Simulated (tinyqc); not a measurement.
From results back to parameters: Landau levels of a parabolic two-dimensional band. Three cases, with inputs chosen for the exercise.

Problem. Two successive minima of rho_xx occur at the fields below; each unresolved level holds 2 n_B electrons, n_B = B/(h/e), so minima lie at n/n_B = 2 (j + phi) with integer j and phi = 0 or 1/2; 1/angstrom^2 = 1e16/cm^2.

Constants: h/e = 413566.7697 T angstrom^2.

Find: period in 1/B; n; j + phi at the higher field.

Method. The period is 2/(n h/e), and j + phi = 1/(B x period). An integer means phi = 0.

Case 1.

higher field = 4.54923 T
lower field = 3.79103 T

Solution.

period in 1/B = 0.0440 1/T
n = 11.00 x 1e11/cm^2
j + phi at the higher field = 5

Case 2.

higher field = 2.75711 T
lower field = 2.06783 T

Solution.

period in 1/B = 0.1209 1/T
n = 4.00 x 1e11/cm^2
j + phi at the higher field = 3

Case 3.

higher field = 4.39415 T
lower field = 3.51532 T

Solution.

period in 1/B = 0.0569 1/T
n = 8.50 x 1e11/cm^2
j + phi at the higher field = 4

Computed by tinyqc, one run a case: `OMP_NUM_THREADS=1 python tinyqc.py N N+1 out.jsonl` with N = 1250270, 1250390, 1251477; one thread of a shared Intel(R) Xeon(R) Processor @ 2.30GHz, about 0.01 s a run at most.
